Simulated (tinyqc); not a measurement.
Worked calculation: a particle near a wafer in liquid: double-layer and van der Waals forces (DLVO), deposition barrier and removal. Computed by tinyqc, a small Python program that keeps every step. Command: `OMP_NUM_THREADS=1 python tinyqc.py 3112747 3112748 out.jsonl dlvo walk`. One thread of a shared host (Intel(R) Xeon(R) Processor @ 2.30GHz), about 0.01 s of CPU time with the checks. Intermediate numbers are printed to about 7 digits and carried at full precision; extremes and crossings named in words are read from the listed rows.

Sphere and flat wall, Derjaguin approximation, constant potentials in the linear-superposition form, no retardation and no hydration force.

Inputs (values chosen for the exercise, of the order of those for alumina on silica in water):
```
quantity                             value   unit
particle radius R                       88     nm
Hamaker constant A                   1e-20      J
potential of the particle psi_1        -20     mV
potential of the wafer psi_2           -40     mV
salt concentration c               0.00085  mol/L
valence z of the symmetric salt          1      -
temperature T                          293      K
dielectric constant of the liquid     80.2      -
gap h                                 0.95     nm
contact distance h0                    0.4     nm
contact radius over R                 0.16      -
viscosity                             0.51  mPa s
```

Constants: e = 1.602176634e-19 C; N_A = 6.02214076e+23 1/mol; eps_0 = 8.8541878128e-12 F/m; k_B = 1.380649e-23 J/K; k_B = 8.617333262e-05 eV/K.

## Screening

kappa^2 = 2 z^2 e^2 N_A (1000 c)/(eps eps_0 k_B T); gamma_i = tanh(z e psi_i/(4 k_B T)); Z = 64 pi eps eps_0 (k_B T/(z e))^2 gamma_1 gamma_2.

kappa = 0.09564743 1/nm

Debye length = 10.45506 nm

gamma_1 = -0.1954807

gamma_2 = -0.3765715

Z = 6.700162 pN

kappa R = 8.416974

Like signs: the double layers repel.

## Energy and force at one gap

U(h) = Z R exp(-kappa h) - A R/(6 h); F(h) = -dU/dh = kappa Z R exp(-kappa h) - A R/(6 h^2), positive for repulsion.

double-layer energy = 133.0929 k_B T

van der Waals energy = -38.16427 k_B T

U(h) = 94.92863 k_B T

F(h) = -111.0149 pN

Caution: for kappa h below 1 linear superposition is only rough, and charge regulation matters.

## The curve

The formulas are those given above.

Against the gap:
```
h (nm)   kappa h  U (k_B T)         F (pN)
0.4     0.038259    49.6417  -8.623884e+02
0.6     0.057388    77.1971  -3.541576e+02
1.0     0.095647    96.2019  -9.541569e+01
1.5     0.143471   102.1017  -1.632754e+01
2.5     0.239119   100.2519   2.093440e+01
4.0     0.382590    90.3529   2.930001e+01
7.0     0.669532    69.4385   2.587816e+01
12.0    1.147769    43.2324   1.687812e+01
20.0    1.912949    19.7068   7.959752e+00
40.0    3.825897     2.2708   1.137682e+00
```

Caution: in rows where h is not small against R, A R/(6 h) overstates the van der Waals term. Caution: in rows with kappa h below 1 linear superposition is only rough.

## Barrier and secondary minimum

F = 0 reads x^2 exp(-x) = y with x = kappa h and y = A kappa/(6 Z); the left side peaks at x = 2 with 4/e^2 = 0.5413, so roots exist for smaller y: x < 2 is the barrier, x > 2 the secondary minimum.

y = 0.02379232

position of the barrier = 1.753759 nm

barrier height = 102.5711 k_B T

position of the secondary minimum = 82.20437 nm

energy at the secondary minimum = -0.3849536 k_B T

A barrier above 15 k_B T practically stops deposition.

## Critical salt concentration

The barrier height is zero when U = 0 and F = 0 together: kappa h = 1 and kappa = 6 Z/(e A), e = 2.718282 here; c follows from kappa^2, with the potentials held fixed.

critical kappa = 1.478911 1/nm

critical concentration = 0.2032153 mol/L

## Adding salt

kappa scales as sqrt(c); potentials are held fixed. A dash marks rows without a maximum.

Against the concentration:
```
c (mol/L)  Debye length (nm)  barrier at (nm)  barrier (k_B T)  minimum at (nm)  minimum (k_B T)
2.03e-05            67.65317         4.232640         128.3476     6.943069e+02    -4.713084e-02
2.03e-04            21.39381         2.442396         115.1834     1.883738e+02    -1.706098e-01
2.03e-03             6.76532         1.443281          92.6310     4.918971e+01    -6.356933e-01
1.02e-02             3.01812         1.027199          68.4108     1.846668e+01    -1.642446e+00
4.06e-02             1.51277         0.798780          40.5712     7.624518e+00    -3.811721e+00
1.02e-01             0.95441         0.704902          18.2059     4.035445e+00    -6.859523e+00
1.83e-01             0.71254         0.677042           2.8079     2.587885e+00    -1.015246e+01
3.05e-01             0.55193         0.696188         -10.7909     1.646141e+00    -1.464018e+01
6.10e-01             0.39028                -                -                -                -
```

At low salt the barrier tends to Z R = 146 k_B T; it is half of that between 0.0020 and 0.010 mol/L and changes sign at 0.20 mol/L, while the secondary minimum deepens to -10 k_B T at 0.9 of that.

## Removing an attached particle

Adhesion F_a = A R/(6 h0^2) [1 + a^2/(R h0)] - kappa Z R exp(-kappa h0), a the contact radius. Drag in a shear flow F_d = 1.7 x 6 pi mu R^2 G, acting at 1.4 R; rolling starts when 1.4 R F_d = a F_a. Wall shear stress = mu G.

van der Waals adhesion = 6079.333 pN

net adhesion F_a = 6025.055 pN

wall shear stress for rolling = 2774.838 Pa

shear rate G = 5440858 1/s

Checks made by the program: force against a difference of U (relative difference 1e-10).
